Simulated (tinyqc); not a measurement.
Comparisons within one model: quantum-confined Stark effect in a modulator well. A value that a table varies takes the place of the one given here.

Envelopes on cells of 0.5 angstrom over the well |z| < L/2 and 45 angstrom of barrier on each side, psi = 0 beyond, psi'/m continuous (mean mass between points), c = hbar^2/2m0. The electron sees + e F z and the hole - e F z, each with its offset in the barriers; 1 kV/cm = 1e-5 eV/angstrom. Light holes, band mixing and escape by tunnelling are left out.

Exciton: in-plane function exp(-rho/lam), 1/mu = 1/me + 1/mp, E(lam) = c/(mu lam^2) - (q/eps) times the integral over k of Fm(k)(1 + (k lam/2)^2)^(-3/2), Fm(k) the double integral of psi_e^2 psi_h^2 exp(-k |z - z'|), q = e^2/(4 pi eps0); binding Eb = -E at the minimum. Line at Eg + E_e + E_h - Eb, strength proportional to overlap^2/lam^2.

Constants: hbar^2/2m0 = 3.80998211 eV angstrom^2; e^2/(4 pi eps0) = 14.39964547 eV angstrom; hc = 1239.841984 eV nm.

Parameters, chosen for this exercise (near those of a Ge well in SiGe, direct gap; shifted at random, so the results belong to these values and not to a real crystal): L = 114 angstrom (well width); Vc = 0.385 eV (conduction offset); Vv = 0.106 eV (heavy-hole offset); me = 0.041 m0 (electron, well); meb = 0.0562 m0 (electron, barrier); mh = 0.211 m0 (heavy hole along z, well); mhb = 0.241 m0 (heavy hole, barrier); Eg = 0.842 eV (gap of the well); mp = 0.072 m0 (heavy hole in the plane); eps = 15.3 (dielectric constant); Fs = (0, 13, 26, 39, 53, 69, 86) kV/cm (fields); Ls = (56, 74, 92, 112, 136, 164) angstrom (widths); F_L = 62 kV/cm (field for this table); F = 62 kV/cm (field).

## Raising the field

All quantities anew; shifts from zero field.

Results:
```
F (kV/cm)  dE_e (meV)  dE_h (meV)  Eb (meV)  line shift (meV)  overlap^2  relative strength
0                0.00        0.00      3.99              0.00      0.998              1.000
13              -0.11       -0.44      3.96             -0.52      0.974              0.968
26              -0.42       -1.70      3.91             -2.05      0.909              0.882
39              -0.95       -3.70      3.83             -4.50      0.820              0.769
53              -1.75       -6.54      3.74             -8.04      0.715              0.644
69              -2.95      -10.49      3.63            -13.08      0.599              0.513
86              -4.56      -15.33      3.51            -19.42      0.490              0.398
```

What does this show, and why?

The line shift grows with exponent 1.98 in F at low field and 1.79 at the end, as the carriers come up against opposite walls and the dipole begins to saturate. The hole gives 80 % of the level shift in the second row and 77 % in the last. The largest shift is 4.9 times the zero-field binding, yet 88 % of the binding survives, since the walls stop the field from pulling the pair apart. Half the strength is gone between 69 and 86 kV/cm.

## Width of the well

Zero-field line, its shift at F_L and the relative strength.

Results:
```
L (angstrom)  line at F = 0 (nm)  Eb (meV)  shift (meV)  relative strength  shift x strength (meV)
56                        1279.9      4.46        -1.98              0.952                    1.89
74                        1333.8      4.30        -3.60              0.889                    3.20
92                        1369.0      4.15        -6.17              0.772                    4.76
112                       1395.2      4.00       -10.27              0.588                    6.04
136                       1415.9      3.83       -16.85              0.357                    6.02
164                       1431.7      3.66       -26.52              0.161                    4.27
```

What can be read from the table?

The shift grows with exponent 2.14 in L over the first two rows and 2.42 over the last two, against 4 for hard walls at second order; leakage lowers it in narrow wells and saturation in wide ones. The strength falls from 0.95 to 0.16, and the product of the two is largest at 112 angstrom.

## What each parameter does

Zero-field line, shift at F, overlap^2 and Eb at F. Each row changes one parameter from the base and keeps the others.

Results:
```
case              line (nm)  shift (meV)  overlap^2  Eb (meV)
base                 1397.3       -10.76      0.649      3.67
L = 104 angstrom     1385.9        -8.48      0.733      3.83
F = 50 kV/cm         1397.3        -7.21      0.737      3.76
Vc = 0.308 eV        1400.7       -11.04      0.639      3.65
Vv = 0.133 eV        1396.7       -10.07      0.674      3.71
me = 0.0471 m0       1402.4       -10.79      0.638      3.90
mh = 0.179 m0        1395.8       -10.52      0.670      3.67
eps = 13.8           1398.5       -10.68      0.649      4.37
```

How do the results move?

The largest shifts from the base row, up to three for each result and ties (the steps differ in size, so this ranks the rows, not the parameters). line (nm): L -11.3, me +5.2, Vc +3.4; unchanged at the printed digits by F. shift (meV): F +3.55, L +2.28, Vv +0.69. overlap^2: F +0.089, L +0.084, Vv +0.026; unchanged at the printed digits by eps. Eb (meV): eps +0.70, me +0.22, L +0.15; unchanged at the printed digits by mh.

Run: tinyqc, `OMP_NUM_THREADS=1 python tinyqc.py 1282682 1282683 out.jsonl`; Intel(R) Xeon(R) Processor @ 2.30GHz, one thread, shared host; about 0.1 s of CPU time with all checks.
